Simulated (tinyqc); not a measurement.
Inside a calculation. Model: AlGaN/GaN HEMT with access regions, lumped model.

Program tinyqc, `OMP_NUM_THREADS=1 python tinyqc.py 2570128 2570129 out.jsonl`; Intel Xeon 2.30GHz, shared host, one thread, about 0.02 s. Printed values are rounded.

A polarisation-induced electron sheet under a Schottky gate, in series with two ungated access regions and contacts. Drift law v = mu E/(1 + mu E/vs) under the gate. Currents in mA/mm, resistances in ohm mm. No self-heating, no channel-length modulation; fits for polarisation, barrier and offset are chosen for the exercise.

Parameters, values chosen for the exercise; values close to those of AlGaN/GaN structures: aluminium share of the barrier x = 0.33; barrier thickness d = 25 nm; relative permittivity of barrier and channel eps_r = 9.5; channel mobility mu = 1700 cm^2/(V s); saturation velocity vs = 1.1e7 cm/s; gate length Lg = 0.15 um; source access length Ls = 1.5 um; drain access length Ld = 4 um; resistance of each contact Rc = 0.55 ohm mm; share of the drain-access electrons removed by traps ft = 0.12; gate voltage Vg = 1 V; critical field Ec = 2.8 MV/cm; depth over which the depleted charge spreads te = 0.49 um; insulator under the field plate tf = 500 nm; relative permittivity of that insulator ei = 7.

Constants: q = 1.602176634e-19 C, eps0 = 8.8541878128e-14 F/cm where lengths are in cm. Results are converted to the units shown.

## Polarisation charge, threshold and sheet resistance

sigma = (5e13 x + 1.6e13 x^2) cm^-2, phiB = 0.84 + 1.3 x, dEc = 0.7 (1.71 x + x^2) in volts, Cb = eps0 eps_r/d, VT = phiB - dEc - q sigma/Cb, access density n0 = -Cb VT/q. Rsh = 1/(q mu n0); largest access current q n0 vs.

sigma = 1.824240e13 cm^-2
Cb = 0.3364591 uF/cm^2
VT = -7.889044 V
n0 = 1.656709e13 cm^-2
Rsh = 221.6126 ohm
q n0 vs = 2919.775 mA/mm

## On-resistance and breakdown

sigma = (5e13 x + 1.6e13 x^2) cm^-2, phiB = 0.84 + 1.3 x, dEc = 0.7 (1.71 x + x^2) in volts, Cb = eps0 eps_r/d, VT = phiB - dEc - q sigma/Cb, access density n0 = -Cb VT/q. Ron = 2 Rc + Ls/(q mu n0) + Ld/(q mu (1 - ft) n0) + Lg/(mu Cb (Vg - VT)). Off state: a depleted stretch that holds the voltage V has the peak field sqrt(k V), k = 2 q n0/(eps0 eps_r te), so one edge holds V1 = Ec^2/k. The sheet under the plate pinches off at Vf = q n0 (1/Cb + tf/(eps0 ei)); beyond it the gate edge is screened. BV = V1 if Vf >= V1, else Vf + V1, and at most Ec Ld. Specific resistance Ron (Ls + Lg + Ld); figure of merit BV^2 over it.

Ron = 2.469251 ohm mm
Vf = 222.0202 V
V1 = 60.86922 V
BV = 60.86922 V
specific resistance = 0.1395127 mohm cm^2
figure of merit = 26.55717 MW/cm^2

The plate pinches off too late to screen the gate edge, so it adds nothing.
